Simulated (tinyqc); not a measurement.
# Worked calculation: off-state leakage of single and stacked transistors

Program tinyqc, `OMP_NUM_THREADS=1 python tinyqc.py 2242208 2242209 out.jsonl`; Intel Xeon 2.30GHz, shared host, one thread, about 0.04 s. Printed values are rounded.

n-channel devices of unit width. Subthreshold current I(Vg, Vs, Vd) = I0 (T/300 K)^0.5 exp[(Vg - Vs - VT(T) - gb (Vs - Vb) + dd (Vd - Vs))/(nf Vt)] (1 - exp(-(Vd - Vs)/Vt)), VT(T) = VT - cT (T - 300 K). Gate-edge tunnelling Ig (Vd/1 V) exp(ag (Vd - 1 V)), for a gate at 0 V, and band-to-band leakage Ab u exp(-Bb/u), u = Vd - Vb + 1 V, flow at a drain held at V; both are taken as independent of T. In a stack of off transistors (all gates at 0 V) the same subthreshold current passes through each.

Values chosen for this exercise; values of the order met in bulk silicon logic transistors: temperature T = 358 K; supply voltage V = 1.2 V; threshold at 300 K, zero drain and body bias VT = 0.38 V; fall of the threshold with temperature cT = 0.7 mV/K; current at threshold at 300 K I0 = 0.39 uA/um; slope factor nf = 1.5; drain-induced lowering per volt dd = 0.06; rise of the threshold per volt of source-body bias gb = 0.24; gate-edge tunnelling current at 1 V Ig = 0.0001 uA/um; exponential slope of the gate current ag = 4.6 1/V; prefactor of band-to-band leakage at the drain Ab = 100 uA/(um V); its exponential voltage Bb = 25 V; body voltage Vb = 0 V.

Constants: q = 1.602176634e-19 C, kB = 1.380649e-23 J/K, Vt = kB T/q. Results are converted to the units shown.

## Leakage of one transistor

Vg = Vs = 0, Vd = V; effective threshold VT(T) - gb Vb - dd V.

effective threshold = 0.2674 V
parts (nA/um): subthreshold 1.31789, gate edge 0.301115, band-to-band 2.55422
total = 4.17323 nA/um
shares (%): subthreshold 31.5797, gate edge 7.21540, band-to-band 61.2049

The band-to-band part is the largest.

## Starting value

Vx = dd V/(1 + gb + 2 dd), the solution for Vx well above Vt, rounded to three decimals.

Vx at the start = 0.053 V

## Iteration 1: new Vx

Stack of two, Vx the node between them: I_low = I(0, 0, Vx), I_up = I(0, Vx, V), f = ln(I_up/I_low), f' = -(1 + gb + 2 dd)/(nf Vt) - 1/(Vt (exp(Vx/Vt) - 1)) - 1/(Vt (exp((V - Vx)/Vt) - 1)), Vx(new) = Vx - f/f'.

I_low = 0.244409 nA/um
I_up = 0.297337 nA/um
f = 0.196024
f' = -36.4773 1/V
Vx after iteration 1 = 0.0583738 V

## Iteration 2: new Vx

As before.

I_low = 0.254721 nA/um
I_up = 0.255673 nA/um
f = 0.00372998
f' = -35.1431 1/V
Vx after iteration 2 = 0.0584800 V

## Course of the iteration

Stop when the step is below 1e-11 V, or after 40 iterations.

Course of the iteration:
```
iteration  Vx before the step (V)  step (V)
1                           0.053   5.37e-3
2                       0.0583738   1.06e-4
3                       0.0584800   3.52e-8
4                       0.0584800  3.81e-15
```

Converged in 4 iterations. The subthreshold current of the stack is 0.2549 nA/um, 5.17 times less than that of one transistor (the drain leakage is unchanged); the estimate exp[dd V (1 + gb + dd)/((1 + gb + 2 dd) nf Vt)] gives 4.42.
